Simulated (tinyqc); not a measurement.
Force balance against energy balance: elastic strain and critical thickness of a cubic alloy layer A(1-x)B(x) on a thick substrate. Computed by tinyqc, a small Python program. Command: `OMP_NUM_THREADS=1 python tinyqc.py 3026589 3026590 out.jsonl misfit walk`. One thread of a shared host (Intel(R) Xeon(R) Processor @ 2.30GHz), about 0.01 s of CPU time with the checks.

Strain is positive in tension. The layer is coherent with the substrate unless said otherwise.

Inputs (values chosen for the exercise, modelled on Ga(1-x)In(x)As on GaAs): fraction x of B = 0.21; lattice constant a_A = 5.653 angstrom; lattice constant a_B = 6.058 angstrom; substrate lattice constant a_S = 5.653 angstrom.

Growth plane: (001). Layer: uncapped. Misfit dislocation: edge.

C11, C12, C44 of A (GPa): [117.8, 53.88, 59.66]

C11, C12, C44 of B (GPa): [82.07, 45.76, 39.69]

Method:
- a = (1 - x) a_A + x a_B, the same rule for each C_ij; misfit f = (a_S - a)/a, the in-plane strain of the coherent layer.
- Voigt averages: G = (C11 - C12 + 3 C44)/5, B = (C11 + 2 C12)/3, nu = (3 B - 2 G)/(2 (3 B + G)); b = a/sqrt(2). Edge dislocation with b in the interface: cos alpha = 0, cos lambda = 1.
- Matthews-Blakeslee: h_c = A [ln(h_c/b) + 1], A = b (1 - nu cos^2 alpha)/(8 pi |f| (1 + nu) cos lambda), the factor 8 pi being that of an uncapped layer.
- People-Bean: h_c = P ln(h_c/b), P = (1 - nu)/(1 + nu) b^2/(16 pi sqrt(2) a f^2). The misfit is scaled by 0.25, 0.4, 0.6, 1, 1.5, 2.2 at fixed a, b and nu; the upper root is taken, and rows with A < 1.3 b or P < 3 b, where the roots shrink to the core size or vanish, are left out.

misfit f = -0.0148221

prefactor A = 0.878024 nm

Poisson ratio nu = 0.240489

Burgers vector b = 0.405741 nm

free lattice constant a = 5.73805 angstrom

Critical thickness:
```
|f| (%)  Matthews-Blakeslee (nm)  People-Bean (nm)   ratio
0.3706                    16.533            1475.5  89.247
0.5929                     8.998             500.3  55.609
0.8893                     5.194             192.5  37.066
1.4822                     2.461              55.3  22.464
2.2233                     1.239              19.3  15.590
```

What follows from these numbers?

The exponents d ln h_c/d ln f are -1.29 and -2.30 between the first rows, steeper than the -1 and -2 of the prefactors because of the logarithm. The ratio falls from 89.2 to 15.6 as the misfit grows. Where People-Bean lies above, a layer between the lines is metastable: dislocations would lower the energy but have to be nucleated. Above about 2 % misfit islands may come first.
